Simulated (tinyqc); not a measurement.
Deep level with several charge states, and Shockley-Read-Hall recombination: one step. Recombination through one level. Three cases, with inputs chosen for the exercise.

Question. Evaluate each quantity.

One level at Et with degeneracy 1: tn = 1/(sn vth Nt), tp = 1/(sp_ vth Nt), n1 = Nc exp((Et - Eg)/kT), p1 = Nv exp(-Et/kT), ni^2 = n1 p1. Equilibrium p0 = Nm, n0 = ni^2/Nm; n = n0 + dn, p = p0 + dn. U = (n p - ni^2)/(tp (n + n1) + tn (p + p1)), lifetime dn/U; emission rates en = sn vth n1, ep = sp_ vth p1.

Constants: kB = 8.617333262e-05 eV/K.

Give: tn, tp; n1, p1; U; lifetime.

Case 1.

Values chosen (gap and densities of states near those of Si at this temperature; shifted at random, so the results belong to these values and not to a real crystal):
- Eg = 1.145 eV (gap)
- Nc = 2.64e+19 1/cm^3 (conduction-band density of states)
- Nv = 1.2e+19 1/cm^3 (valence-band density of states)
- T = 300 K
- Et = 0.758 eV (recombination level above Ev)
- Nt = 4e+13 1/cm^3 (defects)
- sn = 7.6e-15 cm^2 (electron capture cross-section)
- sp_ = 1.1e-14 cm^2 (hole capture cross-section)
- vth = 14000000 cm/s (thermal velocity, both carriers)
- Nm = 8.1e+15 1/cm^3 (equilibrium holes for the lifetime steps)
- dn = 1.6e+15 1/cm^3 (excess pairs)

Answer.

tn, tp (microsecond): 0.2350  0.1623

n1, p1 (1/cm^3): 8.32e+12  2.21e+06

U = 6.11e+21 1/(cm^3 s)
lifetime = 0.262 microsecond

The lifetime is 1.115 times the minority capture time tn and 0.659 times tn + tp, the limit of high injection.

Case 2.

Values chosen (gap and densities of states near those of GaAs at this temperature; shifted at random, so the results belong to these values and not to a real crystal):
- Eg = 1.396 eV (gap)
- Nc = 4.53e+17 1/cm^3 (conduction-band density of states)
- Nv = 8.87e+18 1/cm^3 (valence-band density of states)
- T = 300 K
- Et = 0.942 eV (recombination level above Ev)
- Nt = 2.6e+14 1/cm^3 (defects)
- sn = 6.2e-15 cm^2 (electron capture cross-section)
- sp_ = 3e-16 cm^2 (hole capture cross-section)
- vth = 19000000 cm/s (thermal velocity, both carriers)
- Nm = 1.5e+16 1/cm^3 (equilibrium holes for the lifetime steps)
- dn = 3.8e+12 1/cm^3 (excess pairs)

Answer.

tn, tp (microsecond): 0.03265  0.6748

n1, p1 (1/cm^3): 1.07e+10  1.33e+03

U = 1.16e+20 1/(cm^3 s)
lifetime = 0.0328 microsecond

The lifetime is 1.005 times the minority capture time tn and 0.0464 times tn + tp, the limit of high injection.

Case 3.

Values chosen (gap and densities of states near those of Si at this temperature; shifted at random, so the results belong to these values and not to a real crystal):
- Eg = 1.127 eV (gap)
- Nc = 2.76e+19 1/cm^3 (conduction-band density of states)
- Nv = 1.14e+19 1/cm^3 (valence-band density of states)
- T = 300 K
- Et = 0.354 eV (recombination level above Ev)
- Nt = 1.6e+13 1/cm^3 (defects)
- sn = 2.9e-16 cm^2 (electron capture cross-section)
- sp_ = 1.4e-15 cm^2 (hole capture cross-section)
- vth = 12000000 cm/s (thermal velocity, both carriers)
- Nm = 1.2e+16 1/cm^3 (equilibrium holes for the lifetime steps)
- dn = 4.5e+15 1/cm^3 (excess pairs)

Answer.

tn, tp (microsecond): 17.96  3.720

n1, p1 (1/cm^3): 2.85e+06  1.29e+13

U = 2.37e+20 1/(cm^3 s)
lifetime = 19.0 microsecond

The lifetime is 1.057 times the minority capture time tn and 0.876 times tn + tp, the limit of high injection.

Computed by tinyqc, one run a case: `OMP_NUM_THREADS=1 python tinyqc.py N N+1 out.jsonl` with N = 1652712, 1680054, 1680876; one thread of a shared Intel(R) Xeon(R) Processor @ 2.30GHz, about 0.01 s a run at most.
